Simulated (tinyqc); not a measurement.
Thickness from the minima: X-ray reflectivity of a thin film on silicon: critical angles, Parratt recursion, fringes and roughness. Computed by tinyqc, a small Python program. Command: `OMP_NUM_THREADS=1 python tinyqc.py 3120901 3120902 out.jsonl xrr walk`. One thread of a shared host (Intel(R) Xeon(R) Processor @ 2.30GHz), about 0.01 s of CPU time with the checks.

n = 1 - delta + i beta; the classical electron radius is r_e = 2.8179403e-6 nm. Layer 0 is vacuum, 1 the film, 2 the substrate.

Inputs (values chosen for the exercise, modelled on TiN on silicon, copper K-alpha radiation):
```
quantity                                        value     unit
wavelength lambda                             0.15406       nm
film density rho                                 5.13   g/cm^3
effective electrons per unit mass, film          0.47    mol/g
beta/delta, film                                0.079        -
film thickness d                                 50.3       nm
roughness of the surface sigma_1                 0.84       nm
roughness of the interface sigma_2               0.63       nm
substrate density                                2.33   g/cm^3
effective electrons per unit mass, substrate    0.507    mol/g
beta/delta, substrate                           0.023        -
grazing angle theta                              1.18  degrees
```

Constants: N_A = 6.02214076e+23 1/mol.

Method:
- delta = r_e lambda^2 rho_e/(2 pi), rho_e = density x electrons per mass x N_A; critical angle sqrt(2 delta), q_c = 4 sqrt(pi r_e rho_e).
- k_j = (2 pi/lambda) sqrt(sin^2 theta - 2 delta_j + 2 i beta_j); r_ij = (k_i - k_j)/(k_i + k_j) x exp(-2 k_i k_j sigma^2) (Nevot-Croce); r = (r_01 + r_12 p)/(1 + r_01 r_12 p), p = exp(2 i k_1 d); R = |r|^2.
- Far above the critical angle the period is d theta = lambda/(2 d), or 2 pi/d in q; the envelope runs between (|r_01| - |r_12 p|)^2 and (|r_01| + |r_12 p|)^2; contrast = 2 a b/(a^2 + b^2) with a = |r_01|, b = |r_12 p|; roughness factors on the amplitudes are about exp(-q^2 sigma^2/2).
- Minima of R theta^4 are located on 6001 points over 7.5 periods, from 1.15 times the larger critical angle. With refraction, sin^2(theta_m) = 2 delta + m^2 (lambda/(2 d))^2, m integer or half-integer; the first six minima are used, and the first order is the one that minimises the largest residual of the least-squares line plus the distance of its intercept from 2 delta. Without refraction, d = lambda/(2 x mean step of sin theta).

Constants:
```
layer      rho_e (1/nm^3)        delta         beta  critical angle (degrees)  q_c (1/nm)
film              1452.00  1.54560e-05  1.22103e-06                  0.318557    0.453507
substrate          711.40  7.57263e-06  1.74170e-07                  0.222977    0.317437
```

period in theta = 0.0877434 degrees

Minima:
```
order m  theta (degrees)  sin^2 theta
3                0.41460   5.2360e-05
4                0.47503   6.8737e-05
5                0.54314   8.9861e-05
6                0.61630   1.1570e-04
7                0.69286   1.4622e-04
8                0.77182   1.8145e-04
```

d with refraction = 50.275 nm

d without refraction = 61.778 nm

Against d = 50.3 nm the errors are -0.05 % with and +22.82 % without refraction. The orders are integers, as r_01 and r_12 have opposite signs for a film denser than the substrate.

Extremes, crossings and ranges named in words are read from the listed rows.
